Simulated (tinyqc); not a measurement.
From one set of inputs to another, one input at a time: time-domain thermoreflectance: layered heat flow under a modulated pulse train, and what the signal ratio measures. Computed by tinyqc, a small Python program. Command: `OMP_NUM_THREADS=1 python tinyqc.py 3111106 3111107 out.jsonl tdtr ladder`. One thread of a shared host (Intel(R) Xeon(R) Processor @ 2.30GHz), about 0.1 s of CPU time with the checks.

Pulses repeat at 80 MHz; heat is laid down at the surface, all layers are isotropic.

The inputs printed are set A. Set A is modelled on aluminium on silicon; the values taken over come from a set modelled on aluminium on GaN. Inputs not listed in the table keep their values of set A, so the rows need not describe a real material.

Inputs (values chosen for the exercise, modelled on aluminium on silicon):
```
quantity                                value        unit
metal thickness d                          74          nm
metal conductivity                        140     W/(m K)
metal heat capacity                      2.42  MJ/(m^3 K)
boundary conductance G under the metal     30  MW/(m^2 K)
substrate conductivity kappa              136     W/(m K)
substrate heat capacity C                1.66  MJ/(m^3 K)
modulation frequency f                      5         MHz
spot radius w (1/e^2, pump and probe)     8.7  micrometre
delay t                                  1400          ps
```

Stack: metal, substrate.

Method:
- For radial wave number k and angular frequency W each layer has u = sqrt(4 pi^2 k^2 + i W C/kappa) and gamma = kappa u. Surface impedance from below: Z = 1/gamma for the substrate; a layer of thickness L maps Z to (Z + tanh(u L)/gamma)/(1 + gamma Z tanh(u L)); a boundary adds 1/G.
- Response per absorbed watt H(W) = 2 pi int_0^(2/w) Z(k, W) exp(-pi^2 k^2 w^2) k dk by 20 Gauss-Legendre points.
- Signal: X + iY = sum_(m = -M..M) H(2 pi (f + m f_r)) exp(i 2 pi m f_r t) exp(-pi (m/M)^2 x 4), f_r = 80 MHz, M = 4000, with H(-W) the complex conjugate of H(W); V_in = X, V_out = Y, ratio = -V_in/V_out.

Each row keeps all changes above it:
```
input moved                                          from   to  V_in (K/mW)  V_out (K/mW)  phase of H(2 pi f) (degrees)
set A                                                   -    -      0.27705     -0.064050                       -22.640
substrate heat capacity C (MJ/(m^3 K))               1.66  2.6      0.27339     -0.056905                       -20.824
spot radius w (1/e^2, pump and probe) (micrometre)    8.7  7.1      0.40943     -0.083344                       -20.433
delay t (ps)                                         1400  360      0.48515     -0.075540                       -20.433
modulation frequency f (MHz)                            5   12      0.43629     -0.085607                       -31.232
substrate conductivity kappa (W/(m K))                136  187      0.43732     -0.081666                       -30.187
boundary conductance G under the metal (MW/(m^2 K))    30   40      0.42066     -0.058088                       -26.699
```

Where does the difference come from?

V_in goes from 0.277 to 0.421, a factor 1.52 in all. The largest single move comes from spot radius w (1/e^2, pump and probe) (a factor 1.50), and modulation frequency f works against it (a factor 0.899). V_out goes from -0.0641 to -0.0581, +0.00596 in all. The largest single move comes from spot radius w (1/e^2, pump and probe) (-0.0264), but it runs against the net change; the largest move in the direction of the net change is boundary conductance G under the metal (+0.0236). Phase of H(2 pi f) goes from -22.6 to -26.7, -4.06 in all. The largest single move comes from modulation frequency f (-10.8), and boundary conductance G under the metal works against it (+3.49). The single moves hold for this order of the switches; the total does not depend on the order.

Extremes, crossings and ranges named in words are read from the listed rows.
